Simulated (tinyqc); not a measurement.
Worked calculation: MP2 on RHF in the sto-6g basis, for H4, spin multiplicity 1. One step of it, computed by the program tinyqc.

Question. Iteration 5 (converged): orbitals. Diagonalise F' = X^T F X, C = X C', fill 2 alpha and 2 beta electrons from the bottom; D = 2 C_occ C_occ^T. Each column has its largest component positive (the first on a tie).

converged F (hartree), lower triangle:
```
           1H 1s      2H 1s      3H 1s      4H 1s
1H 1s  -0.384877
2H 1s  -0.627421  -0.540656
3H 1s  -0.296464  -0.551654  -0.540656
4H 1s  -0.076502  -0.296464  -0.627421  -0.384877
```

X, lower triangle:
```
           1H 1s      2H 1s      3H 1s     4H 1s
1H 1s   1.277519
2H 1s  -0.560423   1.577164
3H 1s   0.120959  -0.587586   1.577164
4H 1s  -0.027266   0.120959  -0.560423  1.277519
```

Give: F' = X^T F X; orbital energies; coefficients C; D after iteration 5.

Answer.

F' = X^T F X (hartree), lower triangle:
```
        1       2       3      4
1   0.076
2  -0.712   0.265
3   0.119  -0.620   0.265
4   0.007   0.119  -0.712  0.076
```

orbital energies (hartree): MO1 -0.768, MO2 -0.449, MO3 0.496, MO4 1.402

coefficients C:
```
         MO1     MO2     MO3     MO4
1H 1s  0.250   0.528   0.903  -0.897
2H 1s  0.397   0.400  -0.655   1.554
3H 1s  0.397  -0.400  -0.655  -1.554
4H 1s  0.250  -0.528   0.903   0.897
```

D after iteration 5, lower triangle:
```
        1H 1s   2H 1s  3H 1s  4H 1s
1H 1s   0.684
2H 1s   0.622   0.635
3H 1s  -0.225  -0.006  0.635
4H 1s  -0.433  -0.225  0.622  0.684
```
